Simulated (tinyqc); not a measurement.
Strained Delta valleys, repopulation and conductivity mass: mobility against stress.

A cubic crystal with three pairs of conduction valleys along x, y and z under uniaxial stress X along [110] (X > 0 is tension); current along [110]. Non-degenerate electrons, fixed total density, one relaxation time for all valleys and stresses, masses unchanged by strain, so the mobility goes as the mean inverse mass.

Stress s_ij = X a_i a_j with a the unit vector along [110]; strain e_ii = s11 s_ii + s12 (s_jj + s_kk), e_ij = s44 s_ij/2. Valley shift dE = Xu (n.e.n - trace(e)/3) with n the valley axis; share f proportional to exp(-dE/Vt). Inverse mass along the current d = [110]: (n.d)^2/ml + (1 - (n.d)^2)/mt; mu/mu0 = sum f (1/m) over the plain mean of 1/m. The linear estimate is 1 - pi X with pi the small-stress slope -d(mu/mu0)/dX.

Parameters, values chosen for the exercise; values close to those of silicon: temperature T = 300 K; compliance s11 = 7.46 1/TPa; compliance s12 = -2.11 1/TPa; compliance s44 = 12.9 1/TPa; shear deformation potential Xu = 9.31 eV; longitudinal mass ml = 0.909 m0; transverse mass mt = 0.192 m0.

Constants: q = 1.602176634e-19 C, kB = 1.380649e-23 J/K, Vt = kB T/q. Results are converted to the units shown.

Result of one run:

| splitting (meV) | largest share | mu/mu0 | linear estimate |
|---|---|---|---|
| 17.82 | 0.3997 | 0.9290 | 0.9180 |

Which uniaxial stress (tension positive) X gave this result: -200, -400, -1000 or -1500 MPa?

X = -400 MPa.

The whole series:

| X (MPa) | splitting (meV) | largest share | mu/mu0 | linear estimate |
|---|---|---|---|---|
| -25 | 1.114 | 0.3381 | 0.9949 | 0.9949 |
| -50 | 2.227 | 0.3428 | 0.9899 | 0.9898 |
| -100 | 4.455 | 0.3519 | 0.9801 | 0.9795 |
| -200 | 8.910 | 0.3692 | 0.9616 | 0.9590 |
| -400 | 17.82 | 0.3997 | 0.9290 | 0.9180 |
| -700 | 31.18 | 0.4349 | 0.8913 | 0.8566 |
| -1000 | 44.55 | 0.4590 | 0.8655 | 0.7951 |
| -1500 | 66.82 | 0.4818 | 0.8411 | 0.6927 |
| -2500 | 111.4 | 0.4967 | 0.8252 | 0.4878 |

The ratio mu/mu0 falls from 0.995 to 0.825; pi = -20.5e-11 1/Pa. The linear estimate of the change is 1.007 times the computed change in the first row and 2.93 times it in the last: once the splitting is several Vt (Vt = 25.9 meV) the upper valleys are nearly empty and little is left to move. At X = -2500 MPa the stress passes 1.5 GPa, where intervalley scattering and masses change too.

Range of the model: Shear strain also changes the transverse masses of these valleys, which is left out.

tinyqc, about 0.01 s, one thread, Intel Xeon 2.30GHz (shared host): `OMP_NUM_THREADS=1 python tinyqc.py 2530087 2530088 out.jsonl`
